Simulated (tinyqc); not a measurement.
Worked calculation: Pariser-Parr-Pople SCF with singles CI, for the molecule Fc1nc2nccnc2[nH]1 (SMILES; centres numbered as the heavy atoms are written). One step of it, computed by the program tinyqc.

Task: Singles CI, singlets. Over the 6 single excitations with the smallest orbital gaps: A = (e_a - e_i) delta + 2 (ia|jb) - (ij|ab), with (pq|rs) = sum c_mp c_mq gamma_mn c_nr c_ns. f = 2/3 w |mu|^2 in atomic units, mu = sqrt2 sum c_ia sum_m c_mi c_ma R_m.

orbital energies (eV): -19.090392  -15.498890  -13.297655  -12.574720  -10.453214  -9.761360  -1.873046  -0.273392  0.518450  2.622601

coefficients:
```
          MO1        MO2        MO3        MO4        MO5        MO6        MO7        MO8
1F   0.948006  -0.201355  -0.154815   0.066572   0.015442   0.124502  -0.078770  -0.054102
2C   0.275246   0.249348   0.330440  -0.162992  -0.051363  -0.429348   0.417042   0.310964
3N   0.096344   0.288837   0.152937  -0.464532  -0.506866  -0.270120  -0.198623  -0.052797
4C   0.037031   0.362933  -0.123445  -0.356121  -0.184687   0.393227  -0.232079  -0.266540
5N   0.012546   0.269537  -0.402177  -0.414016   0.397461   0.163032   0.487715  -0.179287
6C   0.004669   0.179545  -0.416175  -0.111361   0.362571  -0.331878  -0.289026   0.520493
7C   0.005072   0.200806  -0.379819   0.256300  -0.035179  -0.459529  -0.355729  -0.372861
8N   0.014171   0.340578  -0.295794   0.505837  -0.377977  -0.051629   0.473086  -0.082372
9C   0.040745   0.454334   0.023317   0.257739  -0.098118   0.469156  -0.199049   0.517292
10N  0.113159   0.463154   0.510848   0.233643   0.512772  -0.043651  -0.123220  -0.331790

           MO9       MO10
1F   -0.085693  -0.011253
2C    0.512893   0.075161
3N   -0.485733  -0.245066
4C    0.352535   0.535654
5N   -0.068009  -0.367215
6C   -0.232384   0.363436
7C    0.401619  -0.332308
8N   -0.280542   0.292589
9C    0.116472  -0.417656
10N  -0.239135   0.099170
```

repulsion gamma_rs (eV):
```
            1F         2C         3N         4C         5N         6C         7C         8N
1F   21.400000   6.300946   4.298842   3.193834   2.472931   2.085048   2.085048   2.472931
2C    6.300946  11.130000   5.476136   4.045290   2.953394   2.429519   2.429519   2.953394
3N    4.298842   5.476136  12.300000   5.475619   3.861866   2.873588   2.661934   3.024696
4C    3.193834   4.045290   5.475619  11.130000   5.477679   3.872154   3.517359   3.940988
5N    2.472931   2.953394   3.861866   5.477679  12.300000   5.475875   3.940448   3.626473
6C    2.085048   2.429519   2.873588   3.872154   5.475875  11.130000   5.345539   3.940448
7C    2.085048   2.429519   2.661934   3.517359   3.940448   5.345539  11.130000   5.475875
8N    2.472931   2.953394   3.024696   3.940988   3.626473   3.940448   5.475875  12.300000
9C    3.193834   4.045290   4.120045   5.345539   3.940988   3.517359   3.872154   5.477679
10N   4.432042   5.922155   4.422949   4.367523   3.144264   2.763090   2.991827   4.058937

            9C        10N
1F    3.193834   4.432042
2C    4.045290   5.922155
3N    4.120045   4.422949
4C    5.345539   4.367523
5N    3.940988   3.144264
6C    3.517359   2.763090
7C    3.872154   2.991827
8N    5.477679   4.058937
9C   11.130000   5.921551
10N   5.921551  16.800000
```

Centres (angstrom, eV; a flat drawing with bonds scaled to 1.40 angstrom):
```
centre          x          y  core charge z          W   gamma_rr
1F      -3.445000   0.000000              2  39.000000  21.400000
2C      -2.045000   0.000000              1  11.160000  11.130000
3N      -1.222000  -1.133000              1  14.100000  12.300000
4C       0.110000  -0.700000              1  11.160000  11.130000
5N       1.322000  -1.400000              1  14.100000  12.300000
6C       2.535000  -0.700000              1  11.160000  11.130000
7C       2.535000   0.700000              1  11.160000  11.130000
8N       1.322000   1.400000              1  14.100000  12.300000
9C       0.110000   0.700000              1  11.160000  11.130000
10N     -1.222000   1.133000              2  25.600000  16.800000
```

Give: singlet CI matrix; singlet excitation energies; oscillator strengths.

Result:

singlet CI matrix (eV):
```
         6>7      5>7      6>8      5>8      6>9      4>7
6>7   4.9491   0.0953   0.0840   0.5920   0.0607  -0.0815
5>7   0.0953   5.4704  -0.4742  -0.0088   0.2667  -0.4106
6>8   0.0840  -0.4742   6.4064  -0.1938  -0.1153   0.1004
5>8   0.5920  -0.0088  -0.1938   6.8839   0.0255  -0.0686
6>9   0.0607   0.2667  -0.1153   0.0255   7.1223   0.0270
4>7  -0.0815  -0.4106   0.1004  -0.0686   0.0270   7.4159
```

singlet excitation energies (eV): 4.7419  5.2236  6.4656  7.0324  7.2080  7.5765

oscillator strengths: 0.5213  0.1222  0.5320  0.7754  0.3432  0.6559
